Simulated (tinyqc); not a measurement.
Line shape against size: Raman line shape of confined optical phonons and breathing modes of small crystals. Computed by tinyqc, a small Python program. Command: `OMP_NUM_THREADS=1 python tinyqc.py 3003117 3003118 out.jsonl confine walk`. One thread of a shared host (Intel(R) Xeon(R) Processor @ 2.30GHz), about 0.02 s of CPU time with the checks.

Confinement in 1 direction(s) lets phonons with q away from zero scatter light. q is in units of 2 pi/a, from 0 to 1, and the branch is isotropic: omega(q)^2 = (omega_0^2 + omega_X^2)/2 + ((omega_0^2 - omega_X^2)/2) cos(pi q). The model and its constant beta are phenomenological; beta = 8 is the common choice.

Inputs (values chosen for the exercise, modelled on silicon):
```
quantity,value,unit
bulk frequency omega_0,521,1/cm
frequency at the zone boundary omega_X,427,1/cm
natural width Gamma_0,2.9,1/cm
lattice constant a,5.431,angstrom
size L,10,nm
confinement constant beta,8,-
```

Shape: film.

Method:
- Weight W(q) = q^0 exp(-(2 L q/a)^2/(2 beta)) dq, that is exp(-k^2 L^2/(2 beta pi^2)) for k = 2 pi q/a.
- Width q_c = a sqrt(2 beta)/(2 L), where the exponential falls to 1/e; curvature of the branch: omega(q) = omega_0 - c q^2, c = pi^2 (omega_0^2 - omega_X^2)/(8 omega_0); for small q_c the mean of q^2 is (number of confined directions) q_c^2/2, and the mean shift is -c times that.
- I(omega) = int W(q) / [(omega - omega(q))^2 + (Gamma_0/2)^2] dq / int W dq x (Gamma_0/2)^2, by 400 Gauss-Legendre points on 0 < q < min(1, 2.5 a sqrt(2 beta)/L).
- The peak is the maximum of I; the width is taken between the half-maximum points, and the asymmetry is the low-side half-width over the high-side one.

mean shift, quadratic estimate = -1.24479 1/cm

Line shape:
```
L (nm),peak shift (1/cm),full width (1/cm),asymmetry,"mean shift, quadratic estimate (1/cm)"
3,-0.78332,7.4426,2.9988,-13.831
3.6,-0.75999,6.8462,2.7188,-9.6049
4.4,-0.72621,6.1865,2.4126,-6.4297
5.5,-0.67723,5.4862,2.0925,-4.1150
7,-0.61021,4.807,1.7878,-2.5404
10,-0.48833,4.0014,1.4359,-1.2448
15,-0.33547,3.393,1.1798,-0.55324
25,-0.16908,3.0231,1.035,-0.19917
```

What does the comparison show, and why?

The peak shift falls with exponent -0.17 at the small end and -1.34 at the large end. For still larger L it tends to the mean shift, which goes as 1/L^2; the ratio is 0.06 in the first row and 0.85 in the last. The width exceeds Gamma_0 by over 10 % for L up to 15 nm. In a film the weight is largest at q = 0, so the peak hardly moves and a tail grows instead.

Extremes, crossings and ranges named in words are read from the listed rows.
